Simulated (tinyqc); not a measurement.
What moves the results: delta-doped layer in the Thomas-Fermi potential. A value that a table varies takes the place of the one given here.

All donors ionised in the plane z = 0, zero temperature, energies from the Fermi level EF of the Thomas-Fermi model, which lies at the bulk band edge; c = hbar^2/2m0, q = e^2/(4 pi eps0). gv = 4 equivalent valleys, m_d = sqrt(m3^3/mz) in the plane. With n = (gv/3 pi^2)(m3 (-V)/c)^(3/2) and V'' = -(4 pi q/eps) n for z > 0, the solution is V = -b/(|z| + z0)^4 with sqrt(b) = 20/K, K = (4 pi q/eps)(gv/3 pi^2)(m3/c)^(3/2), and z0^5 = 4b/(e F0), e F0 = 2 pi q N/eps; 1e13/cm^2 = 1e-3/angstrom^2. Exchange and correlation are left out.

Subbands solve -(c/m_z) psi'' + V psi = E psi on 1280 points of spacing z0/80; up to ten levels for each group, kept if bound with an rms width below 2.5 z0.

Constants: hbar^2/2m0 = 3.80998211 eV angstrom^2; e^2/(4 pi eps0) = 14.39964547 eV angstrom.

Parameters, chosen for this exercise (near those of a delta-doped layer in Ge; shifted at random, so the results belong to these values and not to a real crystal):
```
symbol  value                                   unit         meaning
m3      0.224                                   m0           density-of-states mass of a valley
mz      0.12                                    m0           mass along z
eps     15.8                                                 dielectric constant
Nl      (0.084, 0.17, 0.34, 0.59, 1, 1.7, 2.7)  x 1e13/cm^2  sheet densities
N       0.84                                    x 1e13/cm^2  donor sheet density
```

## Doping density

The well, the lowest level and the filling anew; at zero temperature n_i = g m_d (mu - E_i)/(2 pi c), with mu fixed by sum n_i = N.

Results:
```
N (1e13/cm^2)  z0 (angstrom)  depth (eV)  lowest (eV)  next - lowest (eV)  occupied  share of lowest (%)
0.084                   92.7      0.0111      -0.0018                   -         1                100.0
0.17                    80.5      0.0196      -0.0037                   -         1                100.0
0.34                    70.1      0.0341      -0.0075                   -         1                100.0
0.59                    62.8      0.0530      -0.0129                   -         1                100.0
1.0                     56.5      0.0808      -0.0217                   -         1                100.0
1.7                     50.8      0.1236      -0.0363                   -         1                100.0
2.7                     46.3      0.1790      -0.0565                   -         1                100.0
```

The depth grows as N^(4/5) and z0 shrinks as N^(-1/5): factors 16.1 and 2.00 for 32 times the doping. The lowest level deepens faster, with exponent 0.99, since the zero-point energy takes a smaller share of a deeper well (84 % falling to 68 %). The number of occupied subbands stays at 1. Up to N = 0.17 the donor spacing exceeds 1.5 Bohr radii (one radius, a0 eps/m with the density-of-states mass, is 37 angstrom), where a uniform sheet is a crude picture of discrete donors (beyond about three radii electrons stay on single donors).

## What each parameter does

z0, depth, lowest level and its rms width. Each row changes one parameter from the base and keeps the others.

Results:
```
case                  z0 (angstrom)  depth (eV)  lowest (eV)  rms z (angstrom)
base                          58.48      0.0703      -0.0183             34.66
N = 1.34 x 1e13/cm^2          53.26      0.1022      -0.0288             28.19
eps = 14.2                    54.85      0.0734      -0.0184             34.29
m3 = 0.258 m0                 53.72      0.0646      -0.0149             37.38
mz = 0.102 m0                 58.48      0.0703      -0.0170             38.37
```

The largest shifts from the base row, up to three for each result and ties (the steps differ in size, so this ranks the rows, not the parameters). z0 (angstrom): N -5.21, m3 -4.75, eps -3.63; unchanged at the printed digits by mz. depth (eV): N +0.0319, m3 -0.0057, eps +0.0031; unchanged at the printed digits by mz. lowest (eV): N -0.0105, m3 +0.0034, mz +0.0013. rms z (angstrom): N -6.48, mz +3.71, m3 +2.72.

(tinyqc, `OMP_NUM_THREADS=1 python tinyqc.py 1252387 1252388 out.jsonl`, Intel(R) Xeon(R) Processor @ 2.30GHz, 1 thread, shared host, about 0.06 s.)
